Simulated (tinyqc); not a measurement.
Electron mobility in a silicon inversion layer, empirical terms and Matthiessen rule: one step of the calculation.

Inversion layer of sheet density Ns on a uniformly doped body, under a high-permittivity gate with an interlayer. The mobility terms are empirical power laws with prefactors chosen for the exercise; adding their inverses (Matthiessen) is itself an approximation.

Question. Inversion density for the measured current. I = (W/L) q Ns mu Vd. E = q (Ndep + eta Ns)/(eps0 eps_r) in MV/cm. With t = T/(300 K): muC = Ac (Ns/1e12 cm^-2) t/(Nb/1e17 cm^-3 + Nit/1e11 cm^-2), muP = Ap E^(-1/3) t^(-1.75), muS = As E^(-gs), muR = Ar exp(2 ti/lr)/t; 1/mu is the sum of the inverses. Ns(new) = I/((W/L) q mu Vd).

Values chosen for this exercise; material values close to those of silicon:

| symbol | value | unit | meaning |
|---|---|---|---|
| T | 325 | K | temperature |
| eps_r | 11.8 |  | relative permittivity of the semiconductor |
| Nb | 1.7e17 | cm^-3 | body doping |
| eta | 0.5 |  | weight of the inversion charge in the effective field |
| Ap | 477 | cm^2/(V s) | phonon-limited mobility at 1 MV/cm and 300 K |
| As | 1280 | cm^2/(V s) | roughness-limited mobility at 1 MV/cm |
| gs | 2 |  | exponent of the roughness term |
| Ac | 2800 | cm^2/(V s) | Coulomb prefactor |
| Nit | 1.8e11 | cm^-2 | charge at the interface |
| Ar | 220 | cm^2/(V s) | remote-phonon mobility without interlayer |
| ti | 0.4 | nm | interlayer thickness |
| lr | 0.6 | nm | decay length of remote phonons |
| WL | 1 |  | ratio W/L |
| Vd | 0.01 | V | drain voltage |
| I | 0.774 | uA | measured linear current |

Constants: q = 1.602176634e-19 C, eps0 = 8.8541878128e-14 F/cm where lengths are in cm. Results are converted to the units shown.

Ns at the start = 1.3e12 cm^-2
Ndep = 1.3643824e12 cm^-2

Wanted: E; mu; Ns after iteration 1.

Answer.

E = 0.30890 MV/cm
mu = 257.04 cm^2/(V s)
Ns after iteration 1 = 1.8794e12 cm^-2

tinyqc, about 0.01 s, one thread, Intel Xeon 2.30GHz (shared host): `OMP_NUM_THREADS=1 python tinyqc.py 2510089 2510090 out.jsonl`
